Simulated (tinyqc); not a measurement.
From rigid to soft shells: rigid-ion and shell models of the dielectric response of an ionic crystal. Computed by tinyqc, a small Python program. Command: `OMP_NUM_THREADS=1 python tinyqc.py 3014164 3014165 out.jsonl shell walk`. One thread of a shared host (Intel(R) Xeon(R) Processor @ 2.30GHz), about 0.01 s of CPU time with the checks.

Charges +Z and -Z; 4 nearest neighbours, Madelung constant M = 1.638055, volume per ion pair Omega = 3.079201 d^3. Energy per pair U = -M Z^2 e2/d + 4 A exp(-d/rho), e2 = e^2/(4 pi eps_0). In the shell model the anion is a core of charge Y - Z and a massless shell of charge -Y, joined by the spring k; the repulsion acts on the shell. Each ion feels the Lorentz field E + (4 pi/3) P (Gaussian units).

Inputs (values chosen for the exercise, for a model crystal):

| quantity | value | unit |
|---|---|---|
| nearest-neighbour distance d | 2.35 | angstrom |
| ionic charge Z | 1.79 | e |
| hardness d/rho | 9.93 | - |
| cation mass | 76.8 | u |
| anion mass | 35.45 | u |
| shell charge size Y | 3.24 | e |
| core-shell spring k | 83.4 | eV/angstrom^2 |
| cation polarisability alpha_+ | 0.24 | angstrom^3 |

Structure: zinc blende.

Constants: e^2/(4 pi eps_0) = 14.39964548 eV angstrom; 1 eV/angstrom^3 = 160.2176634 GPa; nu for 1 eV/(angstrom^2 u) = 15.6333042 THz; 1 THz = 33.35640952 1/cm.

Method:
- Zero pressure fixes 4 A exp(-d/rho) = M Z^2 e2 rho/d^2. Then U = -(M Z^2 e2/d)(1 - rho/d), B = M Z^2 e2 (d/rho - 2)/(9 Omega d), and the spring of one sublattice against the other is R = (1/3) x (Laplacian of the repulsion summed over neighbours) = M Z^2 e2 (d/rho - 2)/(3 d^3), so R = 3 B Omega/d^2.
- With C = 4 pi Z^2 e2/(3 Omega): mu lambda_TO = R - C, mu lambda_LO = R + 2 C; eps_inf = 1 and eps_s = lambda_LO/lambda_TO.
- lambda in eV/(angstrom^2 u) gives the wavenumber 15.6333042 x 33.35640952 x sqrt(lambda); mu is the reduced mass.
- Eliminating the shell gives the anion polarisability alpha_- = Y^2 e2/(k + R), the Szigeti charge Z_S = Z - Y R/(k + R) and the softened spring R' = k R/(k + R). With b = 4 pi (alpha_+ + alpha_-)/(3 Omega): eps_inf = (1 + 2b)/(1 - b) (Clausius-Mossotti); Born charge Z* = Z_S (eps_inf + 2)/3.
- mu lambda_TO = R' - (4 pi e2/(3 Omega)) Z_S^2/(1 - b); mu lambda_LO = mu lambda_TO + 4 pi e2 Z*^2/(eps_inf Omega); eps_s = eps_inf lambda_LO/lambda_TO.

repulsive spring R = 15.3934 eV/angstrom^2

volume Omega = 39.9615 angstrom^3

omega_LO, rigid ions = 530.122 1/cm

Response against the core-shell spring:

| k (eV/angstrom^2) | eps_inf | Z_S | Z* | omega_TO (1/cm) | omega_LO (1/cm) | eps_s |
|---|---|---|---|---|---|---|
| 67 | 1.8337 | 1.1847 | 1.5139 | 331.65 | 416.47 | 2.8915 |
| 83 | 1.6864 | 1.2831 | 1.5767 | 333.69 | 431.49 | 2.8198 |
| 110 | 1.5357 | 1.3923 | 1.6409 | 335.77 | 449.16 | 2.7482 |
| 150 | 1.4128 | 1.4884 | 1.6933 | 337.45 | 465.72 | 2.6911 |
| 220 | 1.3057 | 1.5781 | 1.7389 | 338.91 | 482.11 | 2.6422 |
| 330 | 1.2294 | 1.6456 | 1.7714 | 339.95 | 495.12 | 2.6079 |
| 670 | 1.1522 | 1.7172 | 1.8043 | 340.99 | 509.63 | 2.5736 |
| 2500 | 1.0974 | 1.7702 | 1.8277 | 341.73 | 520.87 | 2.5496 |

What does the comparison show, and why?

From the stiffest to the softest shell eps_inf rises from 1.10 to 1.83 and Z_S falls from 1.77 to 1.18; omega_LO moves by -20 % and omega_TO by -3.0 %. Screening by eps_inf cuts the LO frequency, which rigid ions overstate (rigid ions: 530 per cm); eps_s goes from 2.55 to 2.89.
